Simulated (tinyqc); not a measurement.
Worked calculation: two-dimensional electron gas with Rashba and Dresselhaus coupling. Values are carried at full precision from step to step, so a last printed digit may differ when a step is redone from the rounded ones.

H = c k^2/m + al (ky sx - kx sy) + b1 (kx sx - ky sy) + gam kx ky (kx sy - ky sx), s the Pauli matrices, x = [100], c = hbar^2/2m0, b1 = gam (pi/L)^2 (hard walls). H = c k^2/m + B.s, so E = c k^2/m -/+ |B| and the lower state has its spin along -B.

Constants: hbar^2/2m0 = 3.80998211 eV angstrom^2; hbar = 6.58211957e-16 eV s.

Inputs chosen for the exercise (of the size met in GaN; not measured data):
```
symbol  value   unit           meaning
m       0.2103  m0             mass
al      0.0043  eV angstrom    Rashba constant
gam     0       eV angstrom^3  bulk Dresselhaus constant
L       128     angstrom       width of the (001) well
n       9.3     1e11/cm^2      sheet density (one subband filled)
phi     15      degrees        angle of k from [100]
```

## Scales

b1; mean Fermi wave vector k0 = sqrt(2 pi n) (1e11/cm^2 = 1e-5/angstrom^2); E0 = c k0^2/m; b3 = gam k0^2/4; kR = al m/(2c) and ER = al kR/2, the shift and depth of a pure Rashba band.

b1 = 0 eV angstrom
k0 = 0.02417 1/angstrom
E0 = 10.586 meV
b3 = 0 eV angstrom
kR = 0.0001187 1/angstrom
ER = 0.0002551 meV

There is no Dresselhaus term; kR is 0.5 % of k0.

## Spin-orbit field at one point of the Fermi circle

k = k0 (cos phi, sin phi). Form B, the splitting 2|B| and the direction of the lower spin, atan2(-By, -Bx).

Bx, By (meV): 0.0269  -0.1004

splitting = 0.2079 meV
direction of the lower spin = 105.0 degrees

## The matrix

H = [[E0, Bx - i By], [Bx + i By, E0]] in meV; diagonalise. Precession period h/(2|B|) = 2 pi hbar/(splitting).

H (meV):
```
                  up            down
up           10.5864  0.0269+0.1004i
down  0.0269-0.1004i         10.5864
```

levels (meV): 10.4824  10.6903

period = 19.9 ps

## The two wave vectors at the energy E0 along this direction

Solve c k^2/m -/+ |B(k)| = E0. The spin turns by (k_outer - k_inner) per length, so a half turn takes pi/(difference).

k (1/angstrom): outer 0.024292, inner 0.024055

difference = 0.0002373 1/angstrom
length of a half turn = 1324 nm

For linear terms alone the difference is (m/c)|B|/k, whatever the energy: every electron along this direction turns alike, the basis of the spin transistor.

## Checks

- Difference of the Fermi wave vectors without Dresselhaus terms against al m/c: both 0.00023735.

Computed by tinyqc, a small Python program: `OMP_NUM_THREADS=1 python tinyqc.py 1452594 1452595 out.jsonl` (the numbers bound the seed that draws the inputs); one thread of a shared host (Intel(R) Xeon(R) Processor @ 2.30GHz), about 0.01 s for the whole set of steps.
